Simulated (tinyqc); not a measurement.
Film, cylinder and sphere at the same misfit: thermal stress, cracking, delamination and buckling of a thin film; Griffith cracks and misfitting inclusions. Computed by tinyqc, a small Python program. Command: `OMP_NUM_THREADS=1 python tinyqc.py 3003893 3003894 out.jsonl filmcrack walk`. One thread of a shared host (Intel(R) Xeon(R) Processor @ 2.30GHz), about 0.01 s of CPU time with the checks.

Isotropic linear elasticity; the substrate is much thicker than the film; stress is positive in tension.

Inputs (values chosen for the exercise, modelled on a silicon nitride film on silicon):
```
quantity,value,unit
film Young's modulus E,262,GPa
film Poisson ratio nu,0.26,-
film expansion alpha_f,3.25,1e-6/K
substrate expansion alpha_s,2.9,1e-6/K
deposition temperature T_d,625,K
final temperature T,300,K
intrinsic stress,-470,MPa
film thickness h,2.1,micrometre
substrate Young's modulus E_s,155,GPa
substrate Poisson ratio nu_s,0.24,-
```

Method. Thermal strain = (alpha_f - alpha_s)(T_d - T); stress = E/(1 - nu) x strain + intrinsic stress; plane-strain modulus Ebar = E/(1 - nu^2); G0 = stress^2 h/(2 Ebar) is the energy freed per area when a long strip loses its stress across its width. Thermal misfit e alone, mean stress = trace/3 and largest difference of principal stresses inside. Film: E e/(1 - nu) in two directions, 0 in the third. Cylinder: s0 = (1 + nu) e/[(1 + nu)(1 - 2 nu)/E + (1 + nu_s)/E_s] twice and s_zz = E e + 2 nu s0. Sphere: e/[(1 - 2 nu)/E + (1 + nu_s)/(2 E_s)] three times.

thermal strain = 1.13750e-04

Stresses inside (MPa):
```
shape,s1,s2,s3,mean,largest difference
film,40.274,40.274,0.000,26.849,40.274
cylinder,13.904,13.904,37.032,21.613,23.129
sphere,19.504,19.504,19.504,19.504,0.000
```

What follows from these numbers?

The mean stress in size is 27 MPa in the film, 22 in the cylinder and 20 in the sphere, while the largest difference, twice the largest shear stress, goes from 40 through 23 to 0. In a ductile solid shear can relax by slip and hydrostatic stress cannot.

Extremes, crossings and ranges named in words are read from the listed rows.
